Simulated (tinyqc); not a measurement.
Shallow acceptor in the spherical model (Baldereschi-Lipari), strong spin-orbit limit: one step, computed by the program tinyqc.

The 1S(3/2) state has an s envelope f(r) and a d envelope g(r). In effective units they obey -(f'' + 2f'/r + 2f/r) + mu (g'' + 5g'/r + 3g/r^2) = E f and -(g'' + 2g'/r - 6g/r^2 + 2g/r) + mu (f'' - f'/r) = E g. The cubic term, the split-off band and the central cell are left out.

Question. Matrices in a small basis. zeta_i = zeta_1 beta^(i-1), i = 1..n, in both channels. Basis: f_i = exp(-zeta_i r), g_i = r exp(-zeta_i r), weight r^2 dr, s = zeta_i + zeta_j. S_ff = 2/s^3, H_ff = zeta_i zeta_j S_ff - 2/s^2; S_gg = 24/s^5, H_gg = 8/s^3 + 24 zeta_i zeta_j/s^5 - 12/s^4; H(f_i, g_j) = mu (6 zeta_i^2/s^4 + 2 zeta_i/s^3); S_fg = 0. Each function is normalised by sqrt(S_ii).

Inputs (values chosen for the exercise, modelled on GaSb): functions per channel n = 2; smallest exponent zeta_1 = 0.74 1/a*; ratio beta of exponents = 2.1.

mu = 0.7994074

Give: H; S.

Answer.

H (Ry*):
```
         f1         f2      g1        g2
f1  -0.9324    -0.9349  0.6318    0.8535
f2  -0.9349  -0.693084   1.315     2.786
g1   0.6318      1.315  0.5377     1.255
g2   0.8535      2.786   1.255  4.080804
```

S:
```
       f1     f2     g1     g2
f1  1.000  0.817  0.000  0.000
f2  0.817  1.000  0.000  0.000
g1  0.000  0.000  1.000  0.714
g2  0.000  0.000  0.714  1.000
```
